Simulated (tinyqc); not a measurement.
Non-radiative capture by multiphonon emission, one effective mode. Changing the temperature T. Computed by tinyqc, a small Python program. Command: `OMP_NUM_THREADS=1 python tinyqc.py 3001624 3001625 out.jsonl capture sweep`. One thread of a shared host (Intel(R) Xeon(R) Processor @ 2.30GHz), about 0.04 s of CPU time with the checks.

The initial state (free carrier plus empty centre) lies dE above the final state; both have the same frequency and are displaced by dQ.

Inputs (values chosen for the exercise, for a model semiconductor):
```
quantity                    value                   unit
energy released dE          0.529                     eV
phonon energy hbar omega     33.2                    meV
Huang-Rhys factor S          1.71                      -
electron-phonon coupling W  0.007  eV/(u^(1/2) angstrom)
cell volume V                1040             angstrom^3
degeneracy g                    1                      -
broadening b                   18                    meV
carrier mass m              0.796                    m_0
dielectric constant eps      12.6                      -
defect density N_t          1e+16                  cm^-3
```

Centre: attractive.

Constants: hbar^2/u = 4.18015928e-03 eV angstrom^2; k_B = 8.617333262e-05 eV/K; hbar = 6.582119569e-16 eV s; Ry = 13.605693123 eV; k_B = 1.380649e-23 J/K; m_0 = 9.1093837015e-31 kg.

Method:
- dQ = sqrt(2 S (hbar^2/u)/hbar omega); relaxation energy lambda = S hbar omega; phonons needed P = dE/hbar omega; classical barrier E_b = (dE - lambda)^2/(4 lambda); occupation n = 1/(exp(hbar omega/k_B T) - 1).
- Huang-Rhys weight for a net emission of p phonons: L_p = exp(-S (2n + 1)) ((n + 1)/n)^(p/2) I_p(2 S sqrt(n (n + 1))), I_p the modified Bessel function.
- M_p = sum_m w_m <m_i|Q|(m + p)_f>^2 with Q counted from the final minimum and Boltzmann weights w_m for m = 0..24; <m_i|Q|k_f> = sqrt((hbar^2/u)/(2 hbar omega)) [sqrt(k) <m|k-1> + sqrt(k+1) <m|k+1>], with overlaps of oscillators displaced by d = sqrt(2 S) summed on 1500 points from -16 to 16 + d.
- The delta function is a Gaussian of standard deviation b at dE - p hbar omega.
- C_0 = V (2 pi/hbar) g W^2 sum_p M_p Gaussian_p. The sum runs over the seven p from round(P) - 3 to round(P) + 3; 1 angstrom^3 = 1e-24 cm^3.
- Sommerfeld factor of an attractive centre: s(k) = 2 pi nu/(1 - exp(-2 pi nu)), nu = sqrt(Ry*/E), Ry* = Ry m/eps^2, averaged over (2/sqrt(pi)) sqrt(x) exp(-x) dx with x = E/k_B T = t^2 (trapezoid, t to 6 in steps of 0.01).
- C = s C_0; v = sqrt(3 k_B T/m); sigma = C/v; tau = 1/(C N_t).

One run for each value:
```
temperature T (K)  capture coefficient C (cm^3/s)  C_0 (cm^3/s)  Sommerfeld factor s  cross-section sigma (cm^2)
60                                     4.5487e-16    1.7663e-17               25.752                  7.7698e-23
83                                     4.2618e-16    1.9464e-17               21.895                  6.1895e-23
120                                    5.1709e-16    2.8396e-17               18.210                  6.2456e-23
160                                    8.4206e-16    5.3393e-17               15.771                  8.8081e-23
220                                    2.2101e-15    1.6430e-16               13.451                  1.9715e-22
430                                    6.1919e-14    6.4283e-15                9.632                  3.9508e-21
```

Give the missing row, temperature T (K) = 310.

Computed row:
```
temperature T (K)  capture coefficient C (cm^3/s)  C_0 (cm^3/s)  Sommerfeld factor s  cross-section sigma (cm^2)
310                                    1.0117e-14    8.9245e-16               11.336                  7.6024e-22
```

Interpolating between the two neighbouring rows (the first column on a logarithmic scale, the others too where they are positive) misses most in cross-section sigma (cm^2), by 20 %. Over the rows, capture coefficient C (cm^3/s) goes from 4.55e-16 through a minimum among these rows, 4.26e-16 at 83.0, to 6.19e-14; C_0 (cm^3/s) rises from 1.77e-17 to 6.43e-15 (exponent d ln y / d ln x 0.30 between the first rows and 6.0 between the last); Sommerfeld factor s falls from 25.8 to 9.63 (exponent d ln y / d ln x about -0.50 throughout). The exponent of Sommerfeld factor s stays at -0.50: the attractive limit s = 4 sqrt(pi Ry*/k_B T). The classical barrier (dE - S hbar omega)^2/(4 S hbar omega) is 0.982 eV and hbar omega/k_B is 385 K; well below that temperature C_0 is the tunnelling rate from the lowest level. Left out: 600 (the run failed its checks).

Caution (all rows): the largest term is not the one nearest energy conservation, so C_0 depends strongly on the broadening b. Caution (all rows): the effective Bohr radius is under 10 angstrom, so the effective-mass Sommerfeld factor is rough.

Extremes, crossings and ranges named in words are read from the listed rows.
